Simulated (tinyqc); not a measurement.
Choice of the trial bonds: Wannier functions of a composite (isolated) pair of valence bands (bonds of an sp chain).

Each atom has a hybrid pointing left (<) and right (>). H(k): diagonal +V3 on A, -V3 on B; <A<|A>> = -V1a, <B<|B>> = -V1b, <A>|B<> = -V2, <B>|A<> = -V2p exp(ik); k in 1/a, Bloch sums with exp(ikR). The two lowest bands are filled. Trial functions in cell 0: g1 = cos(c) A> + sin(c) B<, and g2 = sin(c) B> + cos(c) A< of cell 1, whose Bloch vector has cos(c) exp(-ik) on A<. Projection A_mn = <psi_m|g_n>, S = A^+ A, Loewdin U = A S^(-1/2), Bloch-like states w_n = sum_m psi_m U_mn, H_W(k) = U^+ diag(E) U. P = sum_m |psi_m><psi_m| is free of phase choices, and S = g^+ P g, w = P g S^(-1/2).

Values chosen for the exercise: V2 = 3.8 eV (coupling in the bond A-B inside the cell); V2p = 3.72 eV (coupling in the bond to the next cell); V1a = 1.79 eV (coupling of the two hybrids on A); V1b = 1.73 eV (the same on B); V3 = 1.84 eV (A at +V3, B at -V3); xb = 0.59 a (position of B (A at 0)).

N = 12; centres and spreads in real space with point-like hybrids at R and R + xb; smallest eigenvalue of S over the mesh.

Trial angle:

| c (deg) | smallest S | centre 1 (a) | centre 2 (a) | sum of centres | total spread (a^2) | H_12(R = 0), mean over k (eV) |
|---|---|---|---|---|---|---|
| 15 | 0.381 | 0.4139 | 0.7094 | 1.1233 | 0.1208 | -1.2251 |
| 30 | 0.640 | 0.4139 | 0.7094 | 1.1233 | 0.1196 | -1.2185 |
| 45 | 0.861 | 0.4139 | 0.7094 | 1.1233 | 0.1191 | -1.2130 |
| 55 | 0.956 | 0.4139 | 0.7094 | 1.1233 | 0.1189 | -1.2096 |
| 65 | 0.890 | 0.4139 | 0.7094 | 1.1233 | 0.1188 | -1.2061 |
| 75 | 0.759 | 0.4139 | 0.7094 | 1.1233 | 0.1188 | -1.2022 |
| 85 | 0.597 | 0.4139 | 0.7094 | 1.1233 | 0.1190 | -1.1978 |

The sum of the centres stays at 1.1233 a within 0.0000: it gives the electronic polarisation, modulo a, and is fixed by the filled space. Single centres move by less than 0.0001 a here and H_12(0), a matter of gauge, moves by 27 meV. The total spread runs only from 0.1188 to 0.1208 a^2, so the orthogonalisation repairs even poor trials; the projection is best at c = 55 degrees among these rows, and the two bonds, isolated, have c = 58 and 58.

Program tinyqc; command `OMP_NUM_THREADS=1 python tinyqc.py 1482335 1482336 out.jsonl`; about 0.2 s on one thread of a shared Intel(R) Xeon(R) Processor @ 2.30GHz.
